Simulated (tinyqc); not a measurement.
Printed widths: electron-beam lithography: double-Gaussian proximity function, edge placement and dose correction for parallel lines. Computed by tinyqc, a small Python program. Command: `OMP_NUM_THREADS=1 python tinyqc.py 3111305 3111306 out.jsonl proximity walk`. One thread of a shared host (Intel(R) Xeon(R) Processor @ 2.30GHz), about 0.01 s of CPU time with the checks.

Lines are infinitely long. Absorbed energy is counted so that the middle of a very large area written at dose 1 receives 1; the resist develops where it exceeds 1/2.

Inputs (values chosen for the exercise, of the order of those for 20 keV electrons in resist on silicon): forward range alpha = 0.017 micrometre; backscatter range beta = 2.4 micrometre; backscatter ratio eta = 0.48.

line widths (micrometre): 1.7  0.048  1.9  0.058  0.063

gaps between the lines (micrometre): 0.059  0.91  0.15  1.3

Method:
- The first line starts at x = 0; each next one starts after the width and the gap.
- f(r) = [exp(-r^2/alpha^2)/alpha^2 + eta exp(-r^2/beta^2)/beta^2]/(pi (1 + eta)). A line from a to b at dose d gives E(x) = d [S(alpha) + eta S(beta)]/(1 + eta), S(s) = [erf((b - x)/s) - erf((a - x)/s)]/2.
- M_ij is the mean of E at the two edges of line i from line j at dose 1.
- Uncorrected edge energies are M 1. Solve M d = 1/2 for the doses d that put the mean edge energy of every line at the threshold.
- Edges are the roots of E(x) = 1/2 between a line centre and the middle of the next gap. Three cases: dose 1 everywhere; one common dose equal to the mean of d; the corrected doses.

Lines (micrometre):
```
line  left edge  right edge  centre
1         0.000       1.700  0.8500
2         1.759       1.807  1.7830
3         2.717       4.617  3.6670
4         4.767       4.825  4.7960
5         6.125       6.188  6.1565
```

corrected doses: 1 1.00653, 2 0.91407, 3 0.98348, 4 1.09140, 5 1.29498

Width error, printed less drawn (nm):
```
line  drawn width (nm)   dose 1  mean dose  corrected
1                 1700  -0.1743     2.2916   0.003990
2                   48   2.6647     5.1471   0.000025
3                 1900   0.5942     3.0618   0.003133
4                   58  -2.7214    -0.2672   0.000251
5                   63  -9.1822    -6.5971   0.000146
```

With the common mean dose the errors span 11.7 nm. With corrected doses the largest error is below 0.01 nm.

Extremes, crossings and ranges named in words are read from the listed rows.
